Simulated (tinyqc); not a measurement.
## Biaxially strained (001) channel, valley splitting in an inversion layer: effect of the temperature

A thin layer grown on a relaxed buffer is stretched in the plane. The two valleys with their long axis along the growth direction (D2) sink against the four in-plane ones (D4); confinement in a triangular well splits them too. Only the lowest subband of each set is kept; one relaxation time, so the weakening of intervalley scattering is left out.

e_par = b1 x, e_perp = -2 (c12/c11) e_par, splitting D = Xu (e_par - e_perp), in-plane stress (c11 + c12 - 2 c12^2/c11) e_par. Levels E(m) = 2.33811 (hbar^2 q^2 F^2/(2 m))^(1/3): E2 = E(ml), E4 = E(mt) + D; N2 = 2 mt kB T/(pi hbar^2), N4 = 4 sqrt(mt ml) kB T/(pi hbar^2). EF solves Ns = N2 ln(1 + exp((EF - E2)/Vt)) + N4 ln(1 + exp((EF - E4)/Vt)); f2 is the share in D2, and 1/mc = f2/mt + (1 - f2)(1/mt + 1/ml)/2. The gain is mc(x = 0)/mc.

Parameters, values chosen for the exercise; values close to those of silicon on relaxed silicon-germanium: germanium share of the relaxed buffer x = 0.17; lattice mismatch per unit x b1 = 0.0418; elastic constant c11 = 168 GPa; elastic constant c12 = 64.9 GPa; shear deformation potential Xu = 8.9 eV; longitudinal mass ml = 0.89 m0; transverse mass mt = 0.187 m0; confining field F = 1.03 MV/cm; inversion density Ns = 5.8e12 cm^-2.

Constants: q = 1.602176634e-19 C, kB = 1.380649e-23 J/K, hbar = 1.054571817e-34 J s, m0 = 9.1093837015e-31 kg, Vt = kB T/q, hbar^2/(2 m0) = 0.0380998212 eV nm^2. Results are converted to the units shown.

The same in every row: D (meV) = 112.1.

Effect of the temperature:

| T (K) | f2 without strain | f2 | mc (m0) | gain |
|---|---|---|---|---|
| 150 | 0.9981 | 1.000 | 0.1870 | 1.001 |
| 195 | 0.9894 | 1.000 | 0.1870 | 1.004 |
| 240 | 0.9697 | 0.9999 | 0.1870 | 1.012 |
| 285 | 0.9391 | 0.9993 | 0.1871 | 1.024 |
| 330 | 0.9009 | 0.9977 | 0.1872 | 1.040 |
| 375 | 0.8588 | 0.9943 | 0.1874 | 1.057 |
| 420 | 0.8158 | 0.9886 | 0.1878 | 1.074 |
| 465 | 0.7739 | 0.9801 | 0.1885 | 1.089 |

As T goes from 150 to 465 K, f2 falls from 1.00 to 0.980 (without strain: it falls from 0.998 to 0.774) and the gain rises from 1.00 to 1.09.

tinyqc, about 0.01 s, one thread, Intel Xeon 2.30GHz (shared host): `OMP_NUM_THREADS=1 python tinyqc.py 2530017 2530018 out.jsonl`
